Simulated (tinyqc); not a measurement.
# The 3-omega method: a line heater on a substrate with a thin film, step by step

A worked calculation. Computed by tinyqc, a small Python program that keeps every step. Command: `OMP_NUM_THREADS=1 python tinyqc.py 3015998 3015999 out.jsonl threeomega walk`. One thread of a shared host (Intel(R) Xeon(R) Processor @ 2.30GHz), about 0.01 s of CPU time with the checks. Intermediate numbers are printed to about 5 digits and carried at full precision; extremes and crossings named in words are read from the listed rows.

A current at angular frequency omega = 2 pi f heats the line at 2 omega with the amplitude P per length; the temperature swing Delta T at 2 omega gives a voltage at 3 omega. The substrate is taken as semi-infinite and isotropic, and the heat capacity of heater and film is left out.

Inputs (values chosen for the exercise, modelled on polycrystalline aluminium nitride on germanium):
```
quantity                                    value           unit
substrate conductivity kappa                 59.8        W/(m K)
substrate heat capacity C                    1.76  1e6 J/(m^3 K)
heater half-width b                           2.1     micrometre
power amplitude per length P                   16            W/m
current frequency f                            33             Hz
film thickness t                              320             nm
film conductivity kappa_f                      34        W/(m K)
interface resistance R_i                       31       m^2 K/GW
substrate thickness d_s                       300     micrometre
temperature coefficient of resistance beta    2.6         1e-3/K
voltage amplitude V_1                         1.8              V
```

## Penetration depth

D = kappa/C; q = sqrt(2 i omega/D); penetration depth 1/|q| = sqrt(D/(2 omega)).

diffusivity D = 33.977 mm^2/s

penetration depth = 286.24 micrometre

|q| b = 0.0073365

penetration depth / d_s = 0.95414

Caution: the penetration depth exceeds a fifth of the substrate thickness, so the back face is felt and the semi-infinite formula fails.

## Temperature swing of the bare substrate

Delta T_s = (P/(pi kappa)) int_0^infinity (sin x/x)^2 / sqrt(x^2 + (q b)^2) dx with (q b)^2 = i |q b|^2, averaged over the heater width (12 Gauss-Legendre points on each of the pieces 0, 14 log-spaced edges from 1e-5 to 1, and multiples of pi to 40 pi; the tail adds 1/(4 (40 pi)^2)). For |q| b much below 1: Delta T_s = (P/(pi kappa)) [-ln(|q| b) + eta - i pi/4], eta = 3/2 - C_E = 0.92278, with Euler's C_E = 0.5772157.

in-phase Delta T_s = 0.49718 K

out-of-phase Delta T_s = -0.066885 K

in-phase, narrow-line form = 0.49718 K

out-of-phase, narrow-line form = -0.066890 K

The narrow-line form misses the in-phase part by 0.00 % and the out-of-phase part by 0.0 % at |q| b = 0.007.

## The film adds a constant step

One-dimensional flow across the film: Delta T_f = P (t/kappa_f + R_i)/(2 b); total in-phase swing Delta T = Delta T_s + Delta T_f; third-harmonic amplitude V_3 = V_1 beta |Delta T|/2 with the out-of-phase part included; the apparent film conductivity is t/(t/kappa_f + R_i).

Delta T_f = 0.15395 K

total in-phase swing = 0.65113 K

V_3 = 1.5317 mV

apparent film conductivity = 7.9185 W/(m K)

film share of the in-phase swing = 0.23644

The interface lowers the apparent conductivity by 77 %. The film gives a large part of the signal. Caution: the film does not conduct much worse than the substrate, so heat spreads in it and the one-dimensional step is only approximate, and wrong once kappa_f nears or exceeds kappa.

## Conductivity from the slope

Take the in-phase swing at f and at 2f; in the narrow-line limit kappa = P ln 2/(2 pi [Delta T(f) - Delta T(2f)]), whatever the film and the heater width.

in-phase Delta T_s at 2f = 0.46766 K

kappa from the slope = 59.801 W/(m K)

error of the slope method = 0.0020327 %

## The window of frequencies

The slope value uses each f and 2f: kappa = P ln 2/(2 pi [Delta T(f) - Delta T(2f)]).

Bare substrate; columns: (1) f (Hz); (2) penetration depth (micrometre); (3) |q| b; (4) in-phase (K); (5) out-of-phase (K); (6) narrow-line form (K); (7) kappa from the slope (W/(m K)):
```
(1)           (2)        (3)       (4)        (5)        (6)     (7)
6.1        665.77  0.0031542   0.56907  -0.066889    0.56906  59.800
61         210.54  0.0099746   0.47101  -0.066882    0.47101  59.802
610        66.577   0.031542   0.37297  -0.066827    0.37296  59.822
3100       29.533   0.071107   0.30379  -0.066628    0.30373  59.914
12000      15.011    0.13990   0.24631  -0.066063    0.24610  60.236
61000      6.6577    0.31542   0.17793  -0.063828    0.17686  61.952
250000     3.2887    0.63856   0.12092  -0.058296    0.11679  68.142
1.20e+06   1.5011     1.3990  0.066199  -0.044782   0.049994  95.861
6.10e+06  0.66577     3.1542  0.030012  -0.025711  -0.019245  200.43
3.70e+07  0.27033     7.7684  0.012177  -0.011471  -0.096006  494.89
```

The slope gives kappa within 1 % up to |q| b = 0.14 (f = 12000 Hz) among these rows. The penetration depth stays under d_s/5 = 60 micrometre from f = 3100 Hz up, so a usable window lies between the two. At high f the flow turns one-dimensional: in-phase and out-of-phase parts become equal in size (ratio 0.94 in the last row) and fall as f^(-1/2) (exponent -0.50).

Checks made by the program: narrow-line limit at |q| b = 0.002 (relative difference 7e-07).
